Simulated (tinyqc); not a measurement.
# MOS capacitor on a p-type substrate, surface potential from the exact charge relation: what changes with what

Uniform p-type substrate, Boltzmann statistics, full ionisation, classical densities. psi is the surface potential against the body (positive when the bands bend down) and u = psi/Vt. Traps are spread evenly over the gap and neutral at flat band, so their charge is -q Dit psi; the minority quasi-Fermi level is shifted by Vb.

Inputs (values chosen for the exercise); band and dielectric values those of a made-up semiconductor:

| symbol | value | unit | meaning |
|---|---|---|---|
| T | 273 | K | temperature |
| Eg | 1.45 | eV | band gap |
| eps_r | 12.6 |  | relative permittivity |
| Nc | 1.98e19 | cm^-3 | conduction-band density of states at T |
| Nv | 2.67e19 | cm^-3 | valence-band density of states at T |
| chi | 4.57 | eV | electron affinity |
| N | 1.9e15 | cm^-3 | acceptor density of the substrate |
| eox | 22 |  | relative permittivity of the gate insulator (close to hafnium oxide) |
| tox | 63 | nm | insulator thickness |
| phiM | 5.12 | eV | gate work function |
| Nf | 1.6e10 | cm^-2 | fixed charge at the interface, in units of q |
| Dit | 0 | cm^-2 eV^-1 | density of interface traps |
| Vb | 0 | V | reverse bias of the inversion layer against the body |

Constants: q = 1.602176634e-19 C, kB = 1.380649e-23 J/K, Vt = kB T/q, eps0 = 8.8541878128e-14 F/cm where lengths are in cm. Results are converted to the units shown.

Each table varies one quantity; the others keep the values above.

## Capacitance-voltage curves

ni = sqrt(Nc Nv) exp(-Eg/(2 Vt)), Eg in volts; phiF = Vt ln(N/ni); Cox = eps0 eox/tox; Vfb = phiM - chi - (Eg - Vt ln(Nv/N)) - q Nf/Cox; Q0 = sqrt(2 eps0 eps_r q N Vt); r = (ni/N)^2 exp(-Vb/Vt); VT = Vfb + [(2 phiF + Vb)(1 + q Dit/Cox) + sqrt(2 eps0 eps_r q N (2 phiF + Vb))/Cox]. u = psi/Vt; F^2 = exp(-u) + u - 1 + r (exp(u) - u - 1); Qs = -sign(u) Q0 F; Cs = -dQs/dpsi = (Q0/Vt) |1 - exp(-u) + r (exp(u) - 1)|/(2 F). psi solves Vg = Vfb + psi + (q Dit psi - Qs)/Cox. Low frequency: 1/C_LF = 1/Cox + 1/(Cs + q Dit). High frequency, in the simple estimate in which traps and minority carriers do not follow: 1/C_HF = 1/Cox + 1/Cd, Cd being Cs with r = 0 at the same psi. Deep depletion: r = 0 and Dit = 0 both in the equation for psi and in Cs. Minority sheet density N_inv = (Q0/(2 q)) int_0^u r (exp(t) - 1)/F(t) dt for u > 0. N_inv under 1 cm^-2 is printed as 0. Regimes: accumulation when majority carriers gather, then depletion up to |psi| = phiF + Vb, weak inversion up to 2 phiF + Vb, strong inversion beyond.

Capacitance-voltage curves:

| Vg (V) | psi (V) | C_LF/Cox | C_HF/Cox | C_deep/Cox | N_inv (cm^-2) | regime |
|---|---|---|---|---|---|---|
| -1.56 | -0.18715 | 0.93626 | 0.93626 | 0.93626 | 0 | accumulation |
| -1.17 | -0.15315 | 0.87733 | 0.87733 | 0.87733 | 0 | accumulation |
| -0.78 | -0.058559 | 0.50927 | 0.50927 | 0.50927 | 0 | accumulation |
| -0.39 | 0.25321 | 0.080828 | 0.080828 | 0.080828 | 0 | depletion |
| 0 | 0.61859 | 0.051804 | 0.051804 | 0.051804 | 166.26 | weak inversion |
| 0.39 | 0.99026 | 0.059216 | 0.041102 | 0.041093 | 9.3711e8 | weak inversion |
| 0.78 | 1.1549 | 0.85754 | 0.038113 | 0.035098 | 4.2574e11 | strong inversion |
| 1.17 | 1.1924 | 0.93240 | 0.037520 | 0.031139 | 1.1055e12 | strong inversion |
| 1.56 | 1.2135 | 0.95599 | 0.037198 | 0.028274 | 1.8172e12 | strong inversion |

Read the table: what changes, and by how much?

C_LF/Cox is lowest, 0.0518, at Vg = 0 V (weak inversion) among the rows listed and is 0.956 in the last row, where C_HF/Cox is 0.0372 and the deep-depletion value 0.0283. Vfb = -0.684 V, where C_HF/Cox = 0.280 (Cox in series with eps0 eps_r/LD), and VT = 0.409 V. Over the last two rows psi moves by only 0.054 V a volt of gate bias, since the inversion charge screens the body. In strong accumulation and inversion degeneracy and confinement, left out here, lower the capacitance.

## Effect of the gate work function on threshold and swing

ni = sqrt(Nc Nv) exp(-Eg/(2 Vt)), Eg in volts; phiF = Vt ln(N/ni); Cox = eps0 eox/tox; Vfb = phiM - chi - (Eg - Vt ln(Nv/N)) - q Nf/Cox; VT = Vfb + [(2 phiF + Vb)(1 + q Dit/Cox) + sqrt(2 eps0 eps_r q N (2 phiF + Vb))/Cox]. gamma = sqrt(2 eps0 eps_r q N)/Cox; Wm = sqrt(2 eps0 eps_r (2 phiF + Vb)/(q N)); m = 1 + (eps0 eps_r/Wm + q Dit)/Cox; swing m Vt ln 10; Cmin/Cox = 1/(1 + Cox Wm/(eps0 eps_r)).

The same in every row: 2 phiF (V) = 1.0077; gamma (V^0.5) = 0.084290; Wm (nm) = 859.41; m = 1.0420; swing (mV/decade) = 56.443; Cmin/Cox = 0.040293.

Effect of the gate work function on threshold and swing:

| phiM (eV) | Vfb (V) | VT (V) |
|---|---|---|
| 4.57 | -1.2336 | -0.14132 |
| 4.77 | -1.0336 | 0.058675 |
| 4.97 | -0.83361 | 0.25868 |
| 5.17 | -0.63361 | 0.45868 |
| 5.37 | -0.43361 | 0.65868 |
| 5.57 | -0.23361 | 0.85868 |
| 5.77 | -0.033611 | 1.0587 |

What does the comparison show?

As phiM goes from 4.57 to 5.77, VT rises from -0.141 to 1.06 V, the swing stays at 56.4 mV/decade and Cmin/Cox stays at 0.0403. The whole change of VT is that of Vfb: the curve shifts rigidly.

## Effect of the acceptor density of the substrate on threshold and swing

Same model as above.

Effect of the acceptor density of the substrate on threshold and swing:

| N (cm^-3) | Vfb (V) | 2 phiF (V) | gamma (V^0.5) | VT (V) | Wm (nm) | m | swing (mV/decade) | Cmin/Cox |
|---|---|---|---|---|---|---|---|---|
| 1e15 | -0.6685 | 0.9775 | 0.06115 | 0.3694 | 1167 | 1.031 | 55.84 | 0.03000 |
| 3.4e15 | -0.6973 | 1.035 | 0.1128 | 0.4525 | 651.1 | 1.055 | 57.17 | 0.05251 |
| 1.1e16 | -0.7249 | 1.090 | 0.2028 | 0.5771 | 371.5 | 1.097 | 59.43 | 0.08852 |
| 3.8e16 | -0.7541 | 1.149 | 0.3770 | 0.7985 | 205.2 | 1.176 | 63.70 | 0.1496 |
| 1.3e17 | -0.7830 | 1.206 | 0.6972 | 1.189 | 113.7 | 1.317 | 71.36 | 0.2409 |
| 4.4e17 | -0.8117 | 1.264 | 1.283 | 1.894 | 63.25 | 1.570 | 85.07 | 0.3633 |
| 1.5e18 | -0.8406 | 1.322 | 2.368 | 3.204 | 35.03 | 2.030 | 110.0 | 0.5074 |
| 5e18 | -0.8689 | 1.378 | 4.324 | 5.586 | 19.59 | 2.842 | 153.9 | 0.6481 |

As N goes from 1e15 to 5e18, VT rises from 0.369 to 5.59 V, the swing rises from 55.8 to 154 mV/decade and Cmin/Cox rises from 0.0300 to 0.648. Of the change of VT by 5.22 V, -0.200 V comes from Vfb and 5.42 V from the band bending and the charge it takes. gamma goes as N^(0.50) and Wm as N^(-0.48); phiF, which grows slowly with N, keeps the latter from -1/2.

tinyqc, about 0.01 s, one thread, Intel Xeon 2.30GHz (shared host): `OMP_NUM_THREADS=1 python tinyqc.py 2060128 2060129 out.jsonl`
